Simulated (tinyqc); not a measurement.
Length of a polyene: Hueckel, PPP and singles CI along the polyenes. Computed by the program tinyqc. Hueckel uses the same beta without repulsion; CIS keeps all single excitations and so misses the low, doubly excited 2Ag state. W is the valence ionisation energy of a centre, MN the Mataga-Nishimoto formula, f the oscillator strength.

All-trans chains of carbon centres 1.40 angstrom apart:
```
parameter                               value
beta (eV), times 1 +/- alternation  -2.320000
alternation                                 0
W (eV)                              11.160000
gamma_rr (eV)                       11.000000
repulsion formula                          MN
```

Gaps and excitations (eV):
```
centres  Hueckel gap  PPP orbital gap  bright singlet (CIS)       f  lowest triplet (CIS)
2             4.6400           9.9554                7.4823  0.6415                1.7977
4             2.8677           7.5406                5.2288  1.0881                0.9240
8             1.6115           5.5479                3.4908  2.0349                0.3168
10            1.3207           5.0327                3.0496  2.4787                0.1821
```

Estimate the missing row, centres = 6.

Computed row:
```
centres  Hueckel gap  PPP orbital gap  bright singlet (CIS)       f  lowest triplet (CIS)
6             2.0650           6.3060                4.1432  1.5683                0.5329
```

The Hueckel gap tends to 4 x alternation x |beta| = 0.00 eV for long chains (zero without alternation, falling as 1/N). Exchange opens the PPP orbital gap, and the attraction of electron and hole brings the bright state 1.98 eV below it at 10 centres; the triplet lies 2.87 eV lower still.
